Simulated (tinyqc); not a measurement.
# From ionised-impurity rate back to carrier energy E

Model: scattering rates of a carrier in a spherical band by Fermi's golden rule. Computed by tinyqc, a small Python program. Command: `OMP_NUM_THREADS=1 python tinyqc.py 3029552 3029553 out.jsonl scatter inv`. One thread of a shared host (Intel(R) Xeon(R) Processor @ 2.30GHz), about 0.02 s of CPU time with the checks.

All processes here are isotropic or elastic, and the rate listed is the momentum relaxation rate.

Inputs (values chosen for the exercise, modelled on holes in germanium):

| quantity | value | unit |
|---|---|---|
| density-of-states mass of one valley m | 0.309 | m_0 |
| non-parabolicity alpha | 0.28 | 1/eV |
| static permittivity eps_s | 16 | - |
| phonon energy hbar w | 36 | meV |
| ionised impurity density N_I | 1.1e+15 | 1/cm^3 |
| temperature T | 300 | K |

Crystal: non-polar. Band: Kane. Impurity formula: Brooks-Herring. Further scattering: alloy.

Constants: k_B = 8.617333262e-05 eV/K; eps_0 = 8.8541878128e-12 F/m; k_B = 1.380649e-23 J/K; e = 1.602176634e-19 C; m_0 = 9.1093837015e-31 kg; hbar = 1.054571817e-34 J s.

Method:
- Phonon occupation N_q = 1/(exp(hbar w/(k_B T)) - 1).
- Debye screening by free carriers of density N_I: L_s = sqrt(eps_s eps_0 k_B T/(e^2 N_I)).
- Kane band: hbar^2 k^2/(2 m) = E (1 + alpha E), speed v = hbar k/(m (1 + 2 alpha E)), states per spin, volume and energy g(E) = m k (1 + 2 alpha E)/(2 pi^2 hbar^2); overlap factors are set to 1. Masses are multiplied by m_0 and all formulas are in SI units.
- Singly charged impurities, momentum relaxation: 1/tau = N_I e^4 m (1 + 2 alpha E) Phi/(8 pi (eps_s eps_0)^2 hbar^3 k^3), with alpha = 0 for a parabolic band.
- Brooks-Herring: Phi = ln(1 + b) - b/(1 + b), b = 4 k^2 L_s^2.

Task: A run gave the result below. Find the carrier energy E, known to lie between 230 and 640 meV.

ionised-impurity rate = 7.528516e+08 1/s

Result:

Each step takes the trial c = (a f_b - b f_a)/(f_b - f_a), f being the result less the target and a, b, c the logarithms of the listed values; c replaces end b, the old b replaces a if the sign of f changed, and otherwise f_a is halved.

Scan of the range:

| carrier energy E (meV) | ionised-impurity rate (1/s) |
|---|---|
| 230 | 1.53262e+09 |
| 273 | 1.20994e+09 |
| 324 | 9.55716e+08 |
| 384 | 7.56625e+08 |
| 455 | 5.99427e+08 |
| 540 | 4.73987e+08 |
| 640 | 3.75586e+08 |

False position (Illinois rule, in the logarithm of the input) inside the bracket:

| step | end a | end b | trial | ionised-impurity rate (1/s) |
|---|---|---|---|---|
| 1 | 384.000 | 455.000 | 385.567 | 7.52404e+08 |
| 2 | 384.000 | 385.567 | 385.266 | 7.53212e+08 |
| 3 | 385.567 | 385.266 | 385.400 | 7.52851e+08 |
| 4 | 385.266 | 385.400 | 385.400 | 7.52852e+08 |

Ionised-impurity rate falls at every point of a 13-point scan of the range (every second point is shown), so one value fits; it is bracketed by 384 and 455. Answer: carrier energy E = 385.4 meV.
